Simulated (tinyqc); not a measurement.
# Frequency dispersion of an accumulation capacitance by border traps, distributed model: effects of single changes

Traps spread evenly through the insulator exchange electrons with the semiconductor by tunnelling, with tau(x) = t0 exp(2 ka x) at depth x from the interface. The admittance per area Y seen at depth x obeys dY/dx = -Y^2/(i w eps0 eox) + q Nb ln(1 + i w tau)/tau, with Y(0) = i w Cs and w = 2 pi f; the gate sees Y(tox) = G + i w C. Working variable y = Y/(i w), in uF/cm^2. Cox = eps0 eox/tox.

Values chosen for this exercise; permittivity close to that of aluminium oxide:
- eox = 8.22 (relative permittivity of the insulator)
- tox = 3 nm (insulator thickness)
- Cs = 6.3 uF/cm^2 (semiconductor capacitance in accumulation)
- Nb = 6.4e19 cm^-3 eV^-1 (density of border traps)
- ka = 4 1/nm (decay constant of the wave function in the insulator)
- t0 = 5e-11 s (time constant of a trap at the interface)
- f = 10000 Hz (frequency)

Constants: q = 1.602176634e-19 C, eps0 = 8.8541878128e-14 F/cm where lengths are in cm. Results are converted to the units shown.

Each table varies one quantity; the others keep the values above.

## Capacitance and loss against frequency

Cox; trap-free value 1/(1/Cox + 1/Cs); response depth d = ln(1/(w t0))/(2 ka), where w tau = 1; lumped estimate: all traps within d act as C_bt = q Nb d placed at d/2, so C = 1/{1/[1/(1/Cs + d/(2 eps0 eox)) + C_bt] + (tox - d/2)/(eps0 eox)}. C and G from a fine integration; dispersion -d C/d log10 f over C, from f times and over 1.1. For a broad spread of time constants G/w is close to -(pi/2) dC/d ln w.

The same in every row: trap-free C (uF/cm^2) = 1.752.

Results:
```
f (Hz)  d (nm)  C (uF/cm^2)  G/w (uF/cm^2)  dispersion (% a decade)  -(pi/2) dC/d ln w (uF/cm^2)  lumped C (uF/cm^2)
10       2.447        2.604         0.1373                    7.951                       0.1412               2.361
100      2.159        2.414         0.1176                    7.146                       0.1177               2.239
1000     1.872        2.257        0.09694                    6.263                      0.09645               2.133
10000    1.584        2.129        0.07932                    5.431                      0.07889               2.041
1e6      1.008        1.940        0.05189                    3.902                      0.05163               1.896
1e7     0.7204        1.872        0.04094                    3.189                      0.04074               1.841
```

Estimate the missing row, f = 1e5 Hz.

Computed row:
```
f (Hz)  d (nm)  C (uF/cm^2)  G/w (uF/cm^2)  dispersion (% a decade)  -(pi/2) dC/d ln w (uF/cm^2)  lumped C (uF/cm^2)
1e5      1.296        2.025        0.06452                    4.647                      0.06419               1.963
```

With this row back in the table: C falls from 2.604 to 1.872 uF/cm^2, towards the trap-free 1.752; each decade of frequency removes ln 10/(2 ka) = 0.288 nm from the response depth. The dispersion falls from 7.95 to 3.19 % a decade and G/w falls from 0.137 to 0.0409 uF/cm^2. G/w lies between 0.972 and 1.01 times -(pi/2) dC/d ln w, the relation for a broad spread of time constants.

## Effect of the decay constant of the wave function in the insulator

Same model as above.

The same in every row: trap-free C (uF/cm^2) = 1.752.

Effect of the decay constant of the wave function in the insulator:
```
ka (1/nm)  d (nm)  C (uF/cm^2)  G/w (uF/cm^2)  dispersion (% a decade)  -(pi/2) dC/d ln w (uF/cm^2)  lumped C (uF/cm^2)
2.5         2.534        2.714         0.1892                    11.39                       0.2110               2.401
3.2         1.980        2.333         0.1329                    8.341                       0.1328               2.171
3.9         1.624        2.147        0.08395                    5.698                      0.08347               2.053
4.6         1.377        2.045        0.05863                    4.186                      0.05839               1.983
5.3         1.195        1.981        0.04389                    3.238                      0.04376               1.938
6           1.056        1.939        0.03446                    2.600                      0.03439               1.906
6.7        0.9456        1.908        0.02801                    2.148                      0.02797               1.883
7.4        0.8561        1.886        0.02338                    1.815                      0.02335               1.866
```

As ka goes from 2.5 to 7.4, C falls from 2.71 to 1.89 uF/cm^2, the dispersion falls from 11.4 to 1.81 % a decade and G/w falls from 0.189 to 0.0234 uF/cm^2. The lumped estimate is 12 % below C in the first row and 1.1 % below it in the last.

Numbers from tinyqc (`OMP_NUM_THREADS=1 python tinyqc.py 2202135 2202136 out.jsonl`; about 0.5 s on one thread of a shared Intel Xeon 2.30GHz).
